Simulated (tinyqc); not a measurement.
The fan of levels: Landau levels of bilayer graphene.

Four-band model without bias: with w = sqrt(2) hv/l, E_N^2 = [g1^2 + (2N - 1) w^2 - sqrt(g1^4 + 2 (2N - 1) g1^2 w^2 + w^4)]/2 for N >= 2, and E = 0 for N = 0, 1. The two-band limit is hbar wc sqrt(N (N - 1)) with hbar wc = w^2/g1. Each level is fourfold; of the eight zero-energy states half belong to the electrons.

In a field B along z: l = 1/sqrt((e/hbar) B) is the magnetic length, n_B = B/(h/e) the number of states per area in one level, hbar wc = 2 muB B/m for mass m in m0; 1/angstrom^2 = 1e16/cm^2.

Constants: e/hbar = 1.519267448e-05 1/(T angstrom^2); h/e = 413566.7697 T angstrom^2; muB = 5.788381798e-05 eV/T.

Inputs chosen for the exercise (out of a larger set: near those of bilayer graphene; not measured data): hv = 6.93 eV angstrom (hbar v); g1 = 0.404 eV (interlayer hopping); Bs = (1, 2, 3, 5, 7, 10, 14) T (fields).

The four lowest levels against B, with their labels in order.

Levels (meV):
```
B (T),first,second,third,fourth,order
1.00,0.00,5.04,8.66,12.14,"0,1 2 3 4"
2.00,0.00,9.96,16.97,23.63,"0,1 2 3 4"
3.00,0.00,14.75,24.97,34.55,"0,1 2 3 4"
5.00,0.00,24.02,40.16,54.99,"0,1 2 3 4"
7.00,0.00,32.90,54.43,73.90,"0,1 2 3 4"
10.0,0.00,45.59,74.43,100.03,"0,1 2 3 4"
14.0,0.00,61.50,98.99,131.67,"0,1 2 3 4"
```

The fourth level grows as B^0.96 over the first two rows and B^0.82 over the last two (1 for a parabolic band without a fixed offset such as a valley splitting, 1/2 for massless Dirac electrons). The order of the levels does not change. At the highest field level 2 lies at 61.5 meV, against 71.5 meV in the two-band limit.

Program tinyqc; command `OMP_NUM_THREADS=1 python tinyqc.py 1251681 1251682 out.jsonl`; about 0.01 s on one thread of a shared Intel(R) Xeon(R) Processor @ 2.30GHz.
